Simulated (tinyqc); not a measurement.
# MOS structure on a p-type body with a surface-enhanced doping, non-linear Poisson equation by Newton steps: effects of single changes

One dimension, insulator interface at x = 0, acceptor density Na + N0 exp(-x/Ls), net doping C = -(acceptor density). psi is counted from the intrinsic level: n = ni exp((psi - Vb)/Vt), p = ni exp(-psi/Vt); deep in the body psi_b = -Vt ln(Na/ni). The gate acts through Cox = eps0 eox/tox and has the potential psi_G = Vg - (phiM - chi - Vt ln(Nc/ni)). Boltzmann statistics, full ionisation, classical densities, no oxide or interface charge.

Inputs (values chosen for the exercise); band and dielectric values close to those of silicon: temperature T = 300 K; band gap Eg = 1.11 eV; relative permittivity eps_r = 11.7; conduction-band density of states at T Nc = 2.78e19 cm^-3; valence-band density of states at T Nv = 2.69e19 cm^-3; electron affinity chi = 4.07 eV; acceptor density deep in the body Na = 6.7e15 cm^-3; relative permittivity of the gate insulator (close to silicon dioxide) eox = 3.9; insulator thickness tox = 9 nm; gate work function phiM = 4.08 eV; electron quasi-Fermi potential against the body Vb = 0.9 V; extra acceptor density at the surface N0 = 4.6e16 cm^-3; decay length Ls = 190 nm.

Constants: q = 1.602176634e-19 C, kB = 1.380649e-23 J/K, Vt = kB T/q, eps0 = 8.8541878128e-14 F/cm where lengths are in cm. Results are converted to the units shown.

Each table varies one quantity; the others keep the values above.

## Charge and capacitance against gate voltage

ni = sqrt(Nc Nv) exp(-Eg/(2 Vt)), Eg in volts. The Poisson equation d/dx(eps0 eps_r dpsi/dx) = -q (p - n + C), with eps0 eps_r dpsi/dx = -Cox (psi_G - psi_0) at x = 0, is solved on a mesh of about 600 nodes or more. N_inv is the integral of n less its value deep in the body. C_LF = Cox (1 - dpsi_0/dVg) with all carriers following; C_HF is the same with the electron quasi-Fermi level shifting uniformly so that N_inv stays fixed. The centroid is that of the same excess.

Results:
```
Vg (V)  psi_0 - psi_b (V)  N_inv (cm^-2)  C_LF/Cox  C_HF/Cox  centroid (nm)
0.77                 1.32         5.18e4    0.0955    0.0955           2.12
0.9                  1.43         4.78e6    0.0905    0.0905           2.04
1.03                 1.55         4.50e8    0.0919    0.0859           1.97
1.16                 1.66        2.86e10     0.350    0.0822           1.90
1.29                 1.71        2.02e11     0.751    0.0807           1.79
1.42                 1.74        4.52e11     0.859    0.0803           1.68
1.68                 1.76        1.01e12     0.923    0.0799           1.49
1.81                 1.77        1.30e12     0.937    0.0799           1.41
```

Estimate the missing row, Vg = 1.55 V.

Computed row:
```
Vg (V)  psi_0 - psi_b (V)  N_inv (cm^-2)  C_LF/Cox  C_HF/Cox  centroid (nm)
1.55                 1.75        7.25e11     0.901    0.0800           1.58
```

With this row back in the table: N_inv goes from 51800 to 1.30e12 cm^-2 and passes 2e11 cm^-2 at Vg = 1.29 V. Below threshold it takes 65.9 mV a decade between Vg = 0.9 and 1.03 V, against Vt ln 10 = 59.5 mV. C_LF/Cox is lowest, 0.0905, at Vg = 0.9 V among the rows listed and ends at 0.937, while C_HF/Cox ends at 0.0799. Between the last two rows q dN_inv/dVg is 0.928 Cox. Where the classical centroid is under about 2 nm, confinement would move the charge away from the interface and raise the threshold.

## Effect of the electron quasi-Fermi potential against the body on threshold, swing and body effect

VT is the Vg at which N_inv = 2e11 cm^-2. m = 1/(dpsi_0/dVg) at N_inv = 1e8 cm^-2; the swing is the Vg between N_inv = 1e8 and 1e9 cm^-2; body coefficient [VT(Vb + 0.05 V) - VT(Vb)]/0.05 V - 1.

Effect of the electron quasi-Fermi potential against the body on threshold, swing and body effect:
```
Vb (V)  VT (V)  psi_0 - psi_b at VT (V)   m - 1  swing (mV/decade)  body coefficient
0        0.280                    0.807   0.176               71.3             0.159
0.3      0.623                     1.11   0.137               68.6             0.127
0.6      0.959                     1.41   0.113               67.1             0.107
0.9       1.29                     1.71  0.0973               66.0            0.0928
1.2       1.62                     2.02  0.0855               65.2            0.0820
1.5       1.94                     2.32  0.0763               64.6            0.0734
1.8       2.26                     2.62  0.0690               64.1            0.0665
```

What does the table show?

As Vb goes from 0 to 1.8, VT rises from 0.280 to 2.26 V, the swing falls from 71.3 to 64.1 mV/decade and the body coefficient falls from 0.159 to 0.0665. The swing stays within 1.9 % of m Vt ln 10, and the body coefficient within 0.018 of m - 1.

Numbers from tinyqc (`OMP_NUM_THREADS=1 python tinyqc.py 2080029 2080030 out.jsonl`; about 0.4 s on one thread of a shared Intel Xeon 2.30GHz).
